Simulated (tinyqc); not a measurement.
Arrhenius plot: admittance spectroscopy and thermally stimulated current of one trap level in a depletion layer. Computed by tinyqc, a small Python program. Command: `OMP_NUM_THREADS=1 python tinyqc.py 3113175 3113176 out.jsonl admit walk`. One thread of a shared host (Intel(R) Xeon(R) Processor @ 2.30GHz), about 0.01 s of CPU time with the checks.

A Schottky junction on n-type material holds one donor-like electron trap; shallow donors are fully ionised and abrupt depletion edges are assumed.

Inputs (values chosen for the exercise, modelled on n-type 4H-SiC): density-of-states mass m = 0.8 m_0; shallow doping N = 9.5e+16 1/cm^3; trap depth E_t below the band = 0.307 eV; capture cross section sigma = 2.3e-14 cm^2; test frequency f = 1000 Hz.

Constants: k_B = 1.380649e-23 J/K; m_0 = 9.1093837015e-31 kg; h = 6.62607015e-34 J s; k_B = 8.617333262e-05 eV/K.

Method:
- N_c = 2 (2 pi m k_B T/h^2)^(3/2), v_th = sqrt(3 k_B T/m), emission rate e_n = sigma v_th N_c exp(-E_t/(k_B T)).
- Where the level crosses the Fermi level capture equals emission, so the trap follows the signal with the rate 2 e_n; G/omega peaks at omega = 2 e_n (the correction for large N_t/N is left out).
- Solve 2 e_n(T_p) = 2 pi f.
- T_p for 0.1, 0.3, 1, 3 and 10 f; least-squares lines of ln(e_n/T^2) and of ln(e_n) against 1/(k_B T), e_n = pi f; sigma = exp(intercept)/(v_th N_c/T^2).

peak temperature T_p = 176.357 K

Peaks:
```
f (Hz)  T_p (K)  1/(k_B T) (1/eV)  ln(e_n/T^2)  ln(e_n)
100      159.72            72.656      -4.3969    5.750
300      167.26            69.378      -3.3906    6.849
1000     176.36            65.801      -2.2925    8.052
3000     185.52            62.553      -1.2952    9.151
10000    196.65            59.011      -0.2078   10.355
```

depth from e_n/T^2 = 0.307 eV

cross section from the intercept = 2.30e-14 cm^2

depth without the T^2 = 0.33747 eV

Leaving out T^2 adds 30 meV, near 2 k_B T_p = 30 meV.

Extremes, crossings and ranges named in words are read from the listed rows.
